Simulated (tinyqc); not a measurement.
Quantum-confined Stark effect in a modulator well: one step. Contrast at the operating point. Three cases, with inputs chosen for the exercise.

Problem. With a Gaussian line of half width G, the absorption at E_op = line(0) - dE is proportional to strength x exp(-ln2 ((E_op - line)/G)^2); continuum absorption is left out. Give it at both fields, relative to the zero-field peak.

Constants: hc = 1239.841984 eV nm.

Case 1.

Values chosen (out of a larger set: near those of a Ge well in SiGe, direct gap; not measured data): dE = 12 meV (operating point below the zero-field line); G = 8 meV (half width of the exciton line).

Results:
```
F (kV/cm),lam (angstrom),Eb (meV),line (eV),nm,overlap^2/lam^2 (1e-4/angstrom^2)
0.00,225.078,3.9426,0.885603,1399.998,0.197126
38.00,239.823,3.6506,0.878664,1411.053,0.119155
```

Case 2.

Values chosen (out of a larger set: near those of an InGaAs well in InAlAs; not measured data): dE = 38 meV (operating point below the zero-field line); G = 6 meV (half width of the exciton line).

Results:
```
F (kV/cm),lam (angstrom),Eb (meV),line (eV),nm,overlap^2/lam^2 (1e-4/angstrom^2)
0.00,188.769,5.1833,0.780199,1589.135,0.277948
97.00,236.690,3.9479,0.741424,1672.244,0.031044
```

Case 3.

Values chosen (out of a larger set: near those of a Ge well in SiGe, direct gap; not measured data): dE = 18 meV (operating point below the zero-field line); G = 8 meV (half width of the exciton line).

Results:
```
F (kV/cm),lam (angstrom),Eb (meV),line (eV),nm,overlap^2/lam^2 (1e-4/angstrom^2)
0.00,233.267,3.7679,0.861727,1438.787,0.183419
58.00,258.252,3.3339,0.847541,1462.869,0.077094
```

Give: E_op; wavelength; absorption without and with the field.

Solution.

Case 1.

E_op = 0.8736 eV
wavelength = 1419.2 nm

absorption without and with the field: 0.21  0.46

The field changes the absorption by +0.25 of the zero-field peak. The zero-field tail still absorbs here, since dE is no more than 2G, which costs insertion loss.

Case 2.

E_op = 0.7422 eV
wavelength = 1670.5 nm

absorption without and with the field: 8.4e-13  0.11

The field changes the absorption by +0.11 of the zero-field peak. With dE above 2G the Gaussian tail at zero field is weak; real tails fall only exponentially and absorb more.

Case 3.

E_op = 0.8437 eV
wavelength = 1469.5 nm

absorption without and with the field: 0.030  0.36

The field changes the absorption by +0.33 of the zero-field peak. With dE above 2G the Gaussian tail at zero field is weak; real tails fall only exponentially and absorb more.

Computed by tinyqc, one run a case: `OMP_NUM_THREADS=1 python tinyqc.py N N+1 out.jsonl` with N = 1251043, 1251241, 1251430; one thread of a shared Intel(R) Xeon(R) Processor @ 2.30GHz, about 0.2 s a run at most.
